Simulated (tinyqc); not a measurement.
Inside a calculation. Model: p-type polysilicon, carrier trapping at grain boundaries.

Computed by the program tinyqc: `OMP_NUM_THREADS=1 python tinyqc.py 2830081 2830082 out.jsonl`, one thread of a shared Intel Xeon 2.30GHz, about 0.01 s for the whole run. Printed values are rounded.

One-dimensional grains of size Lg, uniform ionised doping N, monovalent traps Qt at each boundary at a depth Et below (for electrons) or above (for holes) the band edge there, abrupt depletion of width W on each side of a boundary, Boltzmann statistics. xi is the distance from the band edge at the grain centre to the Fermi level. Trapped charge Qt/(1 + exp((xi + VB - Et)/Vt)) = 2 N W, barrier VB = q N W^2/(2 eps0 eps_r).

Inputs (values chosen for the exercise); values of the order met in polycrystalline silicon: temperature T = 300 K; relative permittivity eps_r = 11.7; valence-band density of states at T NB = 2.65e19 cm^-3; grain size Lg = 31 nm; trap density of a grain boundary Qt = 2.5e12 cm^-2; depth of the trap level from the majority band edge at the boundary Et = 0.39 eV; mass for thermionic emission ms = 0.4 m0; correction factor of the emission rate fe = 0.5; mobility inside the grains mug = 130 cm^2/(V s); doping N = 5.3e18 cm^-3.

Constants: q = 1.602176634e-19 C, kB = 1.380649e-23 J/K, m0 = 9.1093837015e-31 kg, Vt = kB T/q, eps0 = 8.8541878128e-14 F/cm where lengths are in cm. Results are converted to the units shown.

Range of the model: VB is below Vt, where abrupt depletion and thermionic emission are rough.

## Starting value

W = 1.4 nm.

W at the start = 1.4 nm

## Iteration 1: new W

Partly depleted grain, xi = Vt ln(NB/N): f = 1/(1 + exp((xi + VB - Et)/Vt)), g = Qt f - 2 N W, g' = -2 Qt f (1 - f) VB/(W Vt) - 2 N, W(new) = W - g/g'.

VB = 0.00803300 V
f = 0.999998
g = 1.01600e12 cm^-2
g' = -1.06000e12 cm^-2/nm
W after iteration 1 = 2.35848 nm

## Iteration 2: new W

As before.

VB = 0.0227975 V
f = 0.999997
g = -1.65073e6 cm^-2
g' = -1.06001e12 cm^-2/nm
W after iteration 2 = 2.35848 nm

## Course of the iteration

Stop when the step is below 1e-10 nm, or after 40 iterations.

Course of the iteration:

| iteration | W before the step (nm) | step (nm) |
|---|---|---|
| 1 | 1.4 | 0.958 |
| 2 | 2.35848 | -1.56e-6 |
| 3 | 2.35848 | 0 |

Converged in 3 iterations.

## Depletion width, Fermi level and barrier

If the trap equation with xi = Vt ln(NB/N) has a root W < Lg/2, the grain is partly depleted; otherwise W = Lg/2 and the trap equation gives xi = Et - VB + Vt ln(Qt/(N Lg) - 1). N* = Qt/Lg.

N* = 8.06452e17 cm^-3
W = 2.35848 nm
xi = 0.0416072 V
VB = 0.0227975 V
share of traps filled = 0.999997

N is 6.57 N*, and the grain is partly depleted; VB = 0.882 Vt.

## Resistivity and effective mobility

n0 = NB exp(-xi/Vt); mean density n0 (1 - 2 W/Lg) by charge balance in a partly depleted grain, and n0 (sqrt(pi)/2) erf(u)/u with u = sqrt(VB/Vt) in a fully depleted one; v = sqrt(kB T/(2 pi ms m0)); barrier resistivity Vt exp(VB/Vt)/(q fe n0 v Lg); grain resistivity (1 - 2 W/Lg)/(q n0 mug); effective mobility 1/(q mean density total resistivity).

n0 = 5.3e18 cm^-3
mean density = 4.49355e18 cm^-3
v = 4.25342e6 cm/s
barrier resistivity = 0.0111537 ohm cm
grain resistivity = 7.68041e-3 ohm cm
resistivity = 0.0188341 ohm cm
effective mobility = 73.7488 cm^2/(V s)

The resistivity is 2.08 times that of a single crystal with the same N and mobility mug, and the mean density is 84.8 % of N.
